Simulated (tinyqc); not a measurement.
Worked calculation: critical temperature from a phonon spectrum: McMillan, Allen-Dynes and the linearised Eliashberg equation. Computed by tinyqc, a small Python program that keeps every step. Command: `OMP_NUM_THREADS=1 python tinyqc.py 3005939 3005940 out.jsonl eliashberg walk`. One thread of a shared host (Intel(R) Xeon(R) Processor @ 2.30GHz), about 0.01 s of CPU time with the checks. Intermediate numbers are printed to about 5 digits and carried at full precision; extremes and crossings named in words are read from the listed rows.

alpha^2 F(omega) = sum_i (lambda_i omega_i/2) delta(omega - omega_i), so that lambda = 2 int alpha^2 F/omega d omega = sum_i lambda_i.

Inputs (values chosen for the exercise, for a model metal):

| quantity | value | unit |
|---|---|---|
| peak energy omega_1 | 33.4 | meV |
| coupling lambda_1 | 1.92 | - |
| peak energy omega_2 | 88 | meV |
| coupling lambda_2 | 1.05 | - |
| Coulomb pseudopotential mu* | 0.1 | - |
| trial temperature | 82.4 | K |
| Matsubara points N in the small matrix | 4 | - |

Peaks in alpha^2 F: two.

Constants: k_B = 8.617333262e-05 eV/K.

## Moments of the spectrum

omega_log = exp(sum lambda_i ln omega_i / lambda); omega_rms = sqrt(sum lambda_i omega_i^2 / lambda).

lambda = 2.97

omega_log = 47.043 meV

omega_rms = 58.813 meV

## McMillan and Allen-Dynes

McMillan form: k_B T_c = (omega_log/1.2) exp[-1.04 (1 + lambda)/(lambda - mu* (1 + 0.62 lambda))]. Allen-Dynes multiplies it by f1 f2: f1 = [1 + (lambda/L1)^(3/2)]^(1/3), L1 = 2.46 (1 + 3.8 mu*); f2 = 1 + (omega_rms/omega_log - 1) lambda^2/(lambda^2 + L2^2), L2 = 1.82 (1 + 6.3 mu*) omega_rms/omega_log.

T_c, McMillan form = 97.797 K

f1 = 1.2205

f2 = 1.0978

T_c, Allen-Dynes = 131.03 K

The two corrections raise T_c by 34.0 %. Caution: for lambda above about 1.5 the plain McMillan form saturates and falls short. Caution: a phonon-mediated T_c this high is known only in hydrides under high pressure.

## The small kernel at the trial temperature

Linearised Eliashberg equation at omega_n = (2n + 1) pi k_B T, n = 0..N-1: lambda(j) = sum_i lambda_i omega_i^2/(omega_i^2 + (2 pi j k_B T)^2); K_mn = lambda(m - n) + lambda(m + n + 1) - 2 mu*(N) - delta_mn [2m + 1 + lambda(0) + 2 sum_(j=1..m) lambda(j)], with 1/mu*(N) = 1/mu* + ln(omega_rms/omega_N), omega_N = (2N + 1) pi k_B T. T_c is where the largest eigenvalue rho of K is zero.

lambda(j), j = 0, 1, ...: 2.9700  1.5249  0.7537  0.4295  0.2704  0.1835  0.1318  0.0989

mu*(N) = 0.11400

K, lower triangle (symmetric):
```
       1       2       3        4
1  0.297
2  2.051  -5.848
3  0.955   1.567  -9.602
4  0.472   0.709   1.429  -12.545
```

## Largest eigenvalue of the small kernel

K is the kernel of the linearised Eliashberg equation on the Matsubara points omega_n = (2n + 1) pi k_B T; T_c is where its largest eigenvalue rho is zero. Diagonalise K; at rho = 0 the eigenvector c is the gap function Delta_n/omega_n up to a factor; away from it Delta_n/Delta_0 = (2n + 1) c_n/c_0 is only an estimate.

largest eigenvalue rho = 1.1500

Delta_n/Delta_0: 1.0000  0.9976  0.7310  0.4685

rho > 0: in this small matrix the trial temperature lies below T_c.

## Critical temperature from the full kernel

N is the smallest integer at or above 8 omega_max/(2 pi k_B T_AD), omega_max the highest peak and T_AD the Allen-Dynes value.

N used = 10

T_c, Eliashberg = 131.88 K

k_B T_c/omega_log = 0.24157

Allen-Dynes/Eliashberg = 0.99362

McMillan/Eliashberg = 0.74158

## Scaling the whole coupling

All lambda_i are multiplied by s. The last column is the large-lambda limit for mu* = 0, k_B T_c = 0.1827 omega_rms sqrt(lambda).

T_c (K):

| s | lambda | McMillan | Allen-Dynes | Eliashberg | large-lambda limit |
|---|---|---|---|---|---|
| 0.6 | 1.782 | 72.17 | 84.13 | 81.67 | 166.45 |
| 0.8 | 2.376 | 87.42 | 109.36 | 108.49 | 192.20 |
| 1.0 | 2.970 | 97.80 | 131.03 | 131.88 | 214.89 |
| 1.3 | 3.861 | 108.27 | 159.44 | 162.28 | 245.01 |
| 1.7 | 5.049 | 117.11 | 192.21 | 197.08 | 280.18 |
| 2.3 | 6.831 | 125.08 | 234.00 | 240.82 | 325.90 |
| 3.2 | 9.504 | 131.74 | 286.16 | 295.23 | 384.41 |

McMillan/Eliashberg runs from 0.88 at lambda = 1.78 to 0.45 at 9.50: the exponential form levels off at large lambda, while the true T_c keeps rising (exponent 0.62 between the last rows, tending to 1/2). Allen-Dynes stays within about 3 % over the table. The last row reaches 77 % of the mu* = 0 limit; with mu* above zero T_c stays below that line at any lambda.

## Isotope exponent

T_c ~ M^(-a). All omega_i scale as M^(-1/2) at fixed lambda, but mu* = mu/(1 + mu ln(E_F/omega)) changes: d mu*/d ln omega = mu*^2. In the McMillan form a = (1/2) [1 - 1.04 (1 + lambda)(1 + 0.62 lambda) mu*^2/(lambda - mu* (1 + 0.62 lambda))^2].

isotope exponent a = 0.49187

The exponent is close to the BCS value 1/2.

Checks made by the program: one-point kernel at mu* = 0: rho = lambda(1) - 1 (relative difference below 1e-10); T_c against the Allen-Dynes fit (relative difference 6e-03).
